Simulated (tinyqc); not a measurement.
## p-n diode, drift-diffusion by the Gummel loop with Scharfetter-Gummel fluxes: current against voltage in the dark

Abrupt junction at x = 0, p side from -Lp, n side to Ln, ohmic contacts. psi is counted from the intrinsic level; n = ni exp((psi - phin)/Vt), p = ni exp((phip - psi)/Vt). Contacts: p side psi = V - Vt ln(Na/ni), p = Na, n = ni^2/Na; n side psi = Vt ln(Nd/ni), n = Nd, p = ni^2/Nd. Constant mobilities, D = mu Vt, Boltzmann statistics, SRH recombination through a mid-gap level, U = (n p - ni^2)/(tp (n + ni) + tn (p + ni)). Current is positive from the p contact to the n contact.

ni = sqrt(Nc Nv) exp(-Eg/(2 Vt)), Eg in volts. Poisson and both continuity equations are solved self-consistently with Scharfetter-Gummel fluxes on a graded mesh of 500 nodes. J_scr is q times the integral of U between -xp and xn. Ideal diffusion current J_id = q ni^2 [Dn coth(wp/Le)/(Le Na) + Dp coth(wn/Lh)/(Lh Nd)] (exp(V/Vt) - 1), Le = sqrt(Dn tn), Lh = sqrt(Dp tp), wp = Lp - xp, wn = Ln - xn, with xp and xn from the depletion approximation (W = sqrt(2 eps0 eps_r (Vbi - V)(1/Na + 1/Nd)/q), xp = W Nd/(Na + Nd), xn = W Na/(Na + Nd), Vbi = Vt ln(Na Nd/ni^2)). Ideality factor = 0.004 V/(Vt ln[J(V + 0.004 V)/J(V)]). Here G = 0.

Parameters, values chosen for the exercise; band and dielectric values close to those of In0.53Ga0.47As:
- T = 350 K (temperature)
- Eg = 0.75 eV (band gap)
- eps_r = 13.9 (relative permittivity)
- Nc = 2.65e17 cm^-3 (conduction-band density of states at T)
- Nv = 9.75e18 cm^-3 (valence-band density of states at T)
- Na = 4.7e15 cm^-3 (acceptor density of the p side)
- Nd = 6.6e16 cm^-3 (donor density of the n side)
- mun = 8000 cm^2/(V s) (electron mobility)
- mup = 210 cm^2/(V s) (hole mobility)
- tn = 1e-9 s (SRH lifetime of electrons)
- tp = 6e-8 s (SRH lifetime of holes)
- Lp = 7.2 um (length of the p side)
- Ln = 0.8 um (length of the n side)
- G = 0 cm^-3 s^-1 (uniform generation rate)

Constants: q = 1.602176634e-19 C, kB = 1.380649e-23 J/K, Vt = kB T/q, eps0 = 8.8541878128e-14 F/cm where lengths are in cm. Results are converted to the units shown.

Current against voltage in the dark:
columns A: V (V); B: J (A/cm^2); C: ideality factor; D: J_scr/J (%); E: J_id (A/cm^2); F: share recombining at the contacts (%); G: larger minority/doping at -xp and xn
```
A          B     C      D       E     F        G
0.12  0.0444  1.02   10.3  0.0411  44.2  1.45e-4
0.15   0.117  1.03   7.74   0.112  45.5  3.85e-4
0.18   0.306  1.04   5.54   0.305  47.0  0.00102
0.2    0.576  1.06   4.29   0.592  48.2  0.00193
0.23    1.44  1.11   2.75    1.60  51.0  0.00490
0.26    3.45  1.19   1.64    4.33  56.0   0.0119
0.29    7.80  1.26  0.921    11.7  63.8   0.0275
0.31    13.2  1.27  0.613    22.7  70.3   0.0468
0.34    28.8  1.27  0.325    61.3  80.4    0.101
```

Read the table: what changes, and by how much?

J rises from 0.0444 to 28.8 A/cm^2; the ideality factor rises from 1.02 to 1.27. Recombination in the depleted layer stays under half of the current. Where the factor is lowest (V = 0.12 V), J is 8.0 % above the ideal diffusion current. From V = 0.34 V on the minority density at an edge of the layer exceeds a tenth of the doping, and in the last row J is 53 % below the ideal value.

Numbers from tinyqc (`OMP_NUM_THREADS=1 python tinyqc.py 2240158 2240159 out.jsonl`; about 0.2 s on one thread of a shared Intel Xeon 2.30GHz).
